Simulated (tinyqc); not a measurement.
# Carrier lifetime of a p-type layer with SRH, radiative, Auger and surface recombination: two studies

Uniform excess density dn = dp (no trapping), n = n0 + dn, p = p0 + dn, Boltzmann statistics, full ionisation. Surfaces enter as a rate 2 S dn/d, which holds while diffusion to them is fast.

Parameters, values chosen for the exercise; band and dielectric values close to those of In0.53Ga0.47As:
- T = 350 K (temperature)
- Eg = 0.747 eV (band gap)
- Nc = 2.65e17 cm^-3 (conduction-band density of states at T)
- Nv = 9.84e18 cm^-3 (valence-band density of states at T)
- B = 1e-10 cm^3/s (radiative coefficient)
- N = 4.3e17 cm^-3 (acceptor density)
- Cn = 1.3e-29 cm^6/s (Auger coefficient (two electrons))
- Cp = 7.5e-30 cm^6/s (Auger coefficient (two holes))
- Nt = 2.3e13 cm^-3 (trap density)
- sn = 4e-14 cm^2 (capture cross-section for electrons)
- sp = 2e-15 cm^2 (capture cross-section for holes)
- vth = 1.4e7 cm/s (thermal velocity (both carriers))
- Et = 0.19 eV (trap level below the conduction band)
- S = 2 cm/s (surface recombination velocity (both faces))
- d = 40 um (sample thickness)

Constants: q = 1.602176634e-19 C, kB = 1.380649e-23 J/K, Vt = kB T/q. Results are converted to the units shown.

Each table varies one quantity; the others keep the values above.

## Lifetime against injection

ni = sqrt(Nc Nv) exp(-Eg/(2 Vt)), Eg in volts; majority density N/2 + sqrt(N^2/4 + ni^2), n0 p0 = ni^2; n1 = Nc exp(-Et/Vt), p1 = Nv exp((Et - Eg)/Vt); tn0 = 1/(sn vth Nt), tp0 = 1/(sp vth Nt). With e = n p - ni^2 = dn (n0 + p0 + dn): U_SRH = e/(tp0 (n + n1) + tn0 (p + p1)), U_rad = B e, U_Aug = (Cn n + Cp p) e, U_s = 2 S dn/d. Each tau is dn over its rate; tau = dn/U with U the sum.

The same in every row: tau_s (s) = 0.001000.

Lifetime against injection:
```
dn (cm^-3)  tau_SRH (s)  tau_rad (s)  tau_Aug (s)    tau (s)  radiative share (%)  largest path
1e11           7.940e-8     2.326e-8     7.211e-7   1.755e-8                75.46     radiative
1e12           7.940e-8     2.326e-8     7.211e-7   1.755e-8                75.46     radiative
1e13           7.943e-8     2.326e-8     7.210e-7   1.755e-8                75.47     radiative
1e14           7.976e-8     2.325e-8     7.205e-7   1.756e-8                75.54     radiative
1e15           8.300e-8     2.320e-8     7.149e-7   1.768e-8                76.22     radiative
1e16           1.146e-7     2.273e-8     6.626e-7   1.844e-8                81.13     radiative
1e17           3.720e-7     1.887e-8     3.577e-7   1.710e-8                90.62     radiative
1e18           1.164e-6     6.993e-9     2.948e-8   5.625e-9                80.43     radiative
1e19           1.566e-6    9.588e-10    4.605e-10  3.110e-10                32.44         Auger
```

Read the table: what changes, and by how much?

Radiative recombination leads at dn = 1e11, Auger from 1e19 on. The total lifetime goes from 1.75e-8 through a maximum of 1.84e-8 (at dn = 1e16 among the rows listed) to 3.11e-10 s. tau_SRH goes from 7.94e-8 s (low-injection limit 7.94e-8 s) to 1.57e-6 s (high-injection limit tn0 + tp0 = 1.63e-6 s). Between the last two rows tau_rad goes as dn^(-0.86) and tau_Aug as dn^(-1.81); the radiative share goes from 75.5 through a maximum of 90.6 (at dn = 1e17 among the rows listed) to 32.4 %. For dn = 1e17, 1e18, 1e19 the carriers are degenerate, where B and the Auger coefficients no longer stay constant.

## Effect of the trap level below the conduction band at dn = 7e14 cm^-3

Same model as above.

Here dn = 7e14 cm^-3.

The same in every row: tau_rad (s) = 2.3218e-8; tau_Aug (s) = 7.1675e-7; tau_s (s) = 0.0010000.

Result of one run:
```
Et (eV)  tau_SRH (s)    tau (s)  radiative share (%)  largest path
0.69       3.4817e-7  2.1125e-8               90.983     radiative
```

What becomes of these results when the trap level below the conduction band Et is changed from 0.69 to 0.45 eV, all else the same?

Result of the changed run:
```
Et (eV)  tau_SRH (s)    tau (s)  radiative share (%)  largest path
0.45       8.0258e-8  1.7567e-8               75.660     radiative
```

The whole series:
```
Et (eV)  tau_SRH (s)    tau (s)  radiative share (%)  largest path
0.06       2.1085e-7  2.0322e-8               87.525     radiative
0.14       8.9374e-8  1.7968e-8               77.387     radiative
0.22       8.0813e-8  1.7593e-8               75.773     radiative
0.3        8.0210e-8  1.7564e-8               75.650     radiative
0.37       8.0175e-8  1.7563e-8               75.642     radiative
0.45       8.0258e-8  1.7567e-8               75.660     radiative
0.53       8.1495e-8  1.7625e-8               75.912     radiative
0.61       9.9052e-8  1.8328e-8               78.938     radiative
0.69       3.4817e-7  2.1125e-8               90.983     radiative
```

Radiative recombination leads at Et = 0.06 and in all other rows. tau_SRH goes from 2.11e-7 through a minimum of 8.02e-8 (at Et = 0.37 among the rows listed) to 3.48e-7 s and the total lifetime goes from 2.03e-8 through a minimum of 1.76e-8 (at Et = 0.37 among the rows listed) to 2.11e-8 s. tau_SRH is within a factor 1.5 of its lowest value for Et from 0.14 to 0.61 eV; nearer a band edge n1 or p1 outgrows the carrier densities and the trap re-emits what it captured.

Numbers from tinyqc (`OMP_NUM_THREADS=1 python tinyqc.py 2300101 2300102 out.jsonl`; about 0.01 s on one thread of a shared Intel Xeon 2.30GHz).
